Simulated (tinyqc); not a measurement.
Interface roughness in a thin film (subband fluctuation and scattering): one step. Threshold variation. Five cases, with inputs chosen for the exercise.

Task: Averaged over an area A = Lg Wg much larger than Lc^2, the thickness varies by D sqrt(pi Lc^2/A), so sigma(Vt) = G D Lc sqrt(pi/A)/e; the Pelgrom coefficient is sigma sqrt(A) (1 micrometre = 1e4 angstrom).

Case 1.

Values chosen (near those of a thin Si channel on (100), two-fold valleys; shifted at random, so the results belong to these values and not to a real crystal): D = 2 angstrom (rms height of the roughness); Lc = 24 angstrom (correlation length); Lg = 300 angstrom (gate length); Wg = 250 angstrom (gate width).

G = |dE1/dt| = 1.335181 meV/angstrom

Case 2.

Values chosen (near those of a thin Si channel on (100), two-fold valleys; shifted at random, so the results belong to these values and not to a real crystal): D = 2.1 angstrom (rms height of the roughness); Lc = 30 angstrom (correlation length); Lg = 200 angstrom (gate length); Wg = 400 angstrom (gate width).

G = |dE1/dt| = 14.325017 meV/angstrom

Case 3.

Values chosen (near those of a thin Si channel on (100), two-fold valleys; shifted at random, so the results belong to these values and not to a real crystal): D = 3.3 angstrom (rms height of the roughness); Lc = 48 angstrom (correlation length); Lg = 120 angstrom (gate length); Wg = 400 angstrom (gate width).

G = |dE1/dt| = 3.087159 meV/angstrom

Case 4.

Values chosen (near those of a thin Si channel on (100), two-fold valleys; shifted at random, so the results belong to these values and not to a real crystal): D = 3.5 angstrom (rms height of the roughness); Lc = 34 angstrom (correlation length); Lg = 300 angstrom (gate length); Wg = 1000 angstrom (gate width).

G = |dE1/dt| = 8.241885 meV/angstrom

Case 5.

Values chosen (near those of a thin Si channel on (100), two-fold valleys; shifted at random, so the results belong to these values and not to a real crystal): D = 2 angstrom (rms height of the roughness); Lc = 46 angstrom (correlation length); Lg = 300 angstrom (gate length); Wg = 250 angstrom (gate width).

G = |dE1/dt| = 3.845152 meV/angstrom

Give: rms of the mean thickness; sigma(Vt); coefficient.

Result:

Case 1.

rms of the mean thickness = 0.311 angstrom
sigma(Vt) = 0.415 mV
coefficient = 0.0114 mV micrometre

The electrostatic effect of the thickness is left out.

Case 2.

rms of the mean thickness = 0.395 angstrom
sigma(Vt) = 5.655 mV
coefficient = 0.160 mV micrometre

The electrostatic effect of the thickness is left out.

Case 3.

rms of the mean thickness = 1.281 angstrom
sigma(Vt) = 3.956 mV
coefficient = 0.0867 mV micrometre

The electrostatic effect of the thickness is left out. Lc is not small against the gate, so the averaging formula overstates the variation.

Case 4.

rms of the mean thickness = 0.385 angstrom
sigma(Vt) = 3.174 mV
coefficient = 0.174 mV micrometre

The electrostatic effect of the thickness is left out.

Case 5.

rms of the mean thickness = 0.595 angstrom
sigma(Vt) = 2.290 mV
coefficient = 0.0627 mV micrometre

The electrostatic effect of the thickness is left out.

Computed by tinyqc, one run a case: `OMP_NUM_THREADS=1 python tinyqc.py N N+1 out.jsonl` with N = 1250030, 1250215, 1250582, 1250589, 1250847; one thread of a shared Intel(R) Xeon(R) Processor @ 2.30GHz, about 0.03 s a run at most.
